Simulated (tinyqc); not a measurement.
Inside a calculation: Wannier-Stark ladder of a miniband. Values are carried at full precision from step to step, so a last printed digit may differ when a step is redone from the rounded ones.

One state in each well j = -(Nw - 1)/2 ... (Nw - 1)/2: H_jj = j e F d, H_(j,j+1) = -W/4; 1 kV/cm = 0.01 meV/angstrom. In an infinite chain the levels are j e F d and the state of well 0 has amplitude J_j(x) in size on well j, x = W/(2 e F d).

Constants: hbar = 6.58211957e-16 eV s.

Inputs chosen for the exercise (near those of an InGaAs/InAlAs superlattice; shifted at random, so the results belong to these values and not to a real crystal):

| symbol | value | unit | meaning |
|---|---|---|---|
| W | 32 | meV | miniband width |
| d | 91 | angstrom | period |
| F | 8.4 | kV/cm | field |
| Nw | 11 |  | wells |

## Scales

Give e F d, x, the Bloch frequency e F d/(2 pi hbar) and period, and the swing W/(e F) of a wave packet.

e F d = 7.644 meV
x = 2.0931
frequency = 1.848 THz
period = 0.541 ps
swing = 381 angstrom

## The matrix

Fill it in.

H (meV):
```
         -5       -4       -3       -2      -1       0       1       2       3       4       5
-5  -38.220   -8.000        0        0       0       0       0       0       0       0       0
-4   -8.000  -30.576   -8.000        0       0       0       0       0       0       0       0
-3        0   -8.000  -22.932   -8.000       0       0       0       0       0       0       0
-2        0        0   -8.000  -15.288  -8.000       0       0       0       0       0       0
-1        0        0        0   -8.000  -7.644  -8.000       0       0       0       0       0
0         0        0        0        0  -8.000       0  -8.000       0       0       0       0
1         0        0        0        0       0  -8.000   7.644  -8.000       0       0       0
2         0        0        0        0       0       0  -8.000  15.288  -8.000       0       0
3         0        0        0        0       0       0       0  -8.000  22.932  -8.000       0
4         0        0        0        0       0       0       0       0  -8.000  30.576  -8.000
5         0        0        0        0       0       0       0       0       0  -8.000  38.220
```

## Levels and the middle state

Diagonalise; give the levels, their spacings and the weights of the middle level on the wells.

levels (meV): -44.358  -32.401  -23.298  -15.329  -7.647  0.000  7.647  15.329  23.298  32.401  44.358

spacings (meV): 11.957  9.103  7.969  7.683  7.647  7.647  7.683  7.969  9.103  11.957

weights: 0.0001  0.0016  0.0208  0.1393  0.3238  0.0291  0.3238  0.1393  0.0208  0.0016  0.0001

The spacing in the middle is 1.0003 e F d and at the ends 1.564 e F d; states that reach the ends of the stack are pushed apart.

## Bessel amplitudes

With x = W/(2 e F d): J_j(x)^2 for j = 0 to 5, their running sum over -j ... j, and the spread sqrt(sum j^2 J_j^2) = x/sqrt2. For a hole fixed in well 0 the J_j^2 are the strengths of the optical lines at j e F d.

Weights:

| j | J_j^2 | sum |
|---|---|---|
| 0 | 0.0291 | 0.0291 |
| 1 | 0.3238 | 0.6766 |
| 2 | 0.1393 | 0.9551 |
| 3 | 0.0208 | 0.9966 |
| 4 | 0.0016 | 0.9998 |
| 5 | 0.0001 | 1.0000 |

spread = 1.480 periods

The strongest line is j = +/-1.

## Checks

- Weight on well 1 of the middle state of 61 wells against J_1(x)^2: both 0.3238.

tinyqc: `OMP_NUM_THREADS=1 python tinyqc.py 1252249 1252250 out.jsonl`; about 0.01 s, one thread, shared Intel(R) Xeon(R) Processor @ 2.30GHz.
